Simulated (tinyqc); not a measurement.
Error of each scheme against the width: smearing for a one-band metal on the fcc lattice.

Lattice vectors (units of a): a1 = (0, 1/2, 1/2), a2 = (1/2, 0, 1/2), a3 = (1/2, 1/2, 0). E(k) = -t A_1(k) - t2 A_2(k), A_m the sum of cos(k . R) over the 12 nearest and 6 second lattice vectors. Mesh k = sum (j_i/N) b_i, j_i = 0 .. N-1.

With x = (E_k - mu)/sigma: Fermi-Dirac f = 1/(1 + exp(x)), s = -f ln f - (1 - f) ln(1 - f); Gaussian f = erfc(x)/2, s = exp(-x^2)/(2 sqrt(pi)); Methfessel-Paxton (first order) f = erfc(x)/2 - x exp(-x^2)/(2 sqrt(pi)), s = (1 - 2 x^2) exp(-x^2)/(4 sqrt(pi)); cold (Marzari-Vanderbilt) with y = x + 1/sqrt(2), f = erfc(y)/2 + exp(-y^2)/sqrt(2 pi), s = y exp(-y^2)/sqrt(2 pi). With weights w = points/N^d (d the dimension), mu solves 2 sum w f = ne; E = 2 sum w f E_k, S = 2 sum w s, F = E - sigma S.

Inputs chosen for the exercise: t = 0.4 eV (nearest hopping); t2 = 0.03 eV (second hopping); ne = 0.36 (electrons per cell).

All on the dense mesh N = 40. The reference is F of first-order Methfessel-Paxton smearing with sigma = 0.05 t on the mesh N = 40; it moves by 0.10 meV on the mesh N = 50; in three dimensions such meshes can agree by chance and the reference may be off by about 1 meV, so smaller errors are not resolved.

Errors (meV per cell):
```
sigma (eV)    FD F  FD (E+F)/2  Gauss F  Gauss (E+F)/2  MP F  cold F
0.040        -0.48        0.05    -0.05           0.01  0.01    0.02
0.060        -1.16        0.08    -0.14           0.03  0.03    0.04
0.080        -2.13        0.10    -0.27           0.04  0.04    0.05
0.120        -4.93        0.13    -0.67           0.06  0.06    0.06
0.160        -8.87        0.18    -1.25           0.09  0.09    0.05
0.240       -20.30        0.51    -2.94           0.11  0.12   -0.05
0.320       -36.72        1.29    -5.32           0.12  0.14   -0.27
```

reference = -0.89281 eV

What can be read from this table?

Doubling sigma from 0.080 to 0.160 eV multiplies the error of F by 4.2 (Fermi-Dirac) and 4.6 (Gaussian); a pure sigma^2 term would give 4. At the smallest width Fermi-Dirac errs 9.1 times as much as Gaussian, against 2 pi^2/3 = 6.6 for the ratio of the sigma^2 terms at equal sigma. At the largest width the sizes of the errors rank Gauss (E+F)/2 0.1, MP F 0.1, cold F 0.3, FD (E+F)/2 1.3, Gauss F 5.3, FD F 36.7 meV; below about 1 meV this order, and the ratios at the smallest width, carry the noise of the mesh.

(tinyqc, `OMP_NUM_THREADS=1 python tinyqc.py 1682045 1682046 out.jsonl`, Intel(R) Xeon(R) Processor @ 2.30GHz, 1 thread, shared host, about 0.3 s.)
